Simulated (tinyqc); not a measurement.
# AlGaN/GaN HEMT with access regions, lumped model: what changes with what

A polarisation-induced electron sheet under a Schottky gate, in series with two ungated access regions and contacts. Drift law v = mu E/(1 + mu E/vs) under the gate. Currents in mA/mm, resistances in ohm mm. No self-heating, no channel-length modulation; fits for polarisation, barrier and offset are chosen for the exercise.

Inputs (values chosen for the exercise); values close to those of AlGaN/GaN structures:
- x = 0.24 (aluminium share of the barrier)
- d = 15 nm (barrier thickness)
- eps_r = 9 (relative permittivity of barrier and channel)
- mu = 1900 cm^2/(V s) (channel mobility)
- vs = 1.4e7 cm/s (saturation velocity)
- Lg = 0.25 um (gate length)
- Ls = 1.5 um (source access length)
- Ld = 8 um (drain access length)
- Rc = 0.28 ohm mm (resistance of each contact)
- ft = 0 (share of the drain-access electrons removed by traps)
- Vg = -1 V (gate voltage)
- Ec = 3.1 MV/cm (critical field)
- te = 0.28 um (depth over which the depleted charge spreads)
- ei = 7 (relative permittivity of that insulator)

Constants: q = 1.602176634e-19 C, eps0 = 8.8541878128e-14 F/cm where lengths are in cm. Results are converted to the units shown.

Each table varies one quantity; the others keep the values above.

## Field plate: effect of the insulator under the field plate

sigma = (5e13 x + 1.6e13 x^2) cm^-2, phiB = 0.84 + 1.3 x, dEc = 0.7 (1.71 x + x^2) in volts, Cb = eps0 eps_r/d, VT = phiB - dEc - q sigma/Cb, access density n0 = -Cb VT/q. Off state: a depleted stretch that holds the voltage V has the peak field sqrt(k V), k = 2 q n0/(eps0 eps_r te), so one edge holds V1 = Ec^2/k. The sheet under the plate pinches off at Vf = q n0 (1/Cb + tf/(eps0 ei)); beyond it the gate edge is screened. BV = V1 if Vf >= V1, else Vf + V1, and at most Ec Ld.

The same in every row: V1 (V) = 65.681; Ec Ld (V) = 2480.0.

Results:
```
tf (nm)	Vf (V)	BV (V)
24	9.3933	75.075
35	12.290	77.972
52	16.767	82.449
78	23.615	89.296
120	34.676	100.36
170	47.844	113.53
380	103.15	65.681
```

Estimate the missing row, tf = 260 nm.

Computed row:
```
tf (nm)	Vf (V)	BV (V)
260	71.547	65.681
```

With this row back in the table: BV goes from 75.1 through a maximum of 114 (at tf = 170 nm among the rows listed) to 65.7 V. The plate helps (Vf < V1) in 6 of the 8 rows, and the access length caps BV in 0. The best thickness makes Vf just under V1, tf = 238 nm, where both edges reach Ec together and BV nears 2 V1.

## Effect of the gate length

Access resistance R(L, n) = L/(q mu n sqrt(1 - (I/(q n vs))^2)); Rs = Rc + R(Ls, n0), Rd = Rc + R(Ld, (1 - ft) n0). Vg' = Vg - I Rs, Vd' = Vd - I (Rs + Rd); with u = Vg' - VT, Vc = vs Lg/mu and w the smaller of Vd' and Vc [sqrt(1 + 2 u/Vc) - 1] (0 if negative), the channel gives (mu Cb/Lg)(u w - w^2/2)/(1 + w/Vc). I equals that channel current. Isat is I at Vd = 10 V, gm = dIsat/dVg, Ron the limit of Vd/I at small Vd.

The same in every row: VT (V) = -3.073; n0 (cm^-2) = 1.019e13.

Result of one run:
```
Lg (um)	Ron (ohm mm)	Isat (mA/mm)	gm (mS/mm)
0.05	3.647	832.8	417.4
```

What becomes of these results when the gate length Lg is changed from 0.05 to 0.52 um, all else the same?

Result of the changed run:
```
Lg (um)	Ron (ohm mm)	Isat (mA/mm)	gm (mS/mm)
0.52	3.872	603.8	355.0
```

The whole series:
```
Lg (um)	Ron (ohm mm)	Isat (mA/mm)	gm (mS/mm)
0.05	3.647	832.8	417.4
0.09	3.666	792.7	408.5
0.16	3.700	743.1	396.3
0.29	3.762	679.4	378.8
0.52	3.872	603.8	355.0
0.93	4.068	517.0	323.4
1.7	4.436	418.4	281.5
3	5.057	324.0	234.5
```

As Lg goes from 0.05 to 3 um, Ron rises from 3.65 to 5.06 ohm mm, Isat falls from 833 to 324 mA/mm and gm falls from 417 to 234 mS/mm. The ceiling Cb vs is 744 mS/mm. For Lg = 0.05 to 0.93 um the power passes 5 W/mm, where self-heating, left out here, lowers the current.

## Effect of the aluminium share of the barrier

Same model as above.

Results:
```
x	VT (V)	n0 (cm^-2)	Ron (ohm mm)	Isat (mA/mm)	gm (mS/mm)
0.17	-1.866	6.186e12	5.891	220.2	312.3
0.22	-2.722	9.026e12	4.161	548.1	368.8
0.27	-3.606	1.196e13	3.265	933.3	401.8
0.32	-4.518	1.498e13	2.713	1360	424.4
0.42	-6.425	2.130e13	2.071	2306	454.4
```

Estimate the missing row, x = 0.37.

Computed row:
```
x	VT (V)	n0 (cm^-2)	Ron (ohm mm)	Isat (mA/mm)	gm (mS/mm)
0.37	-5.458	1.810e13	2.340	1819	441.2
```

With this row back in the table: As x goes from 0.17 to 0.42, Ron falls from 5.89 to 2.07 ohm mm, Isat rises from 220 to 2310 mA/mm and gm rises from 312 to 454 mS/mm. VT falls from -1.87 to -6.42 V. For x = 0.22 to 0.42 the power passes 5 W/mm, where self-heating, left out here, lowers the current.

Computed by the program tinyqc: `OMP_NUM_THREADS=1 python tinyqc.py 2570010 2570011 out.jsonl`, one thread of a shared Intel Xeon 2.30GHz, about 0.01 s for the whole run.
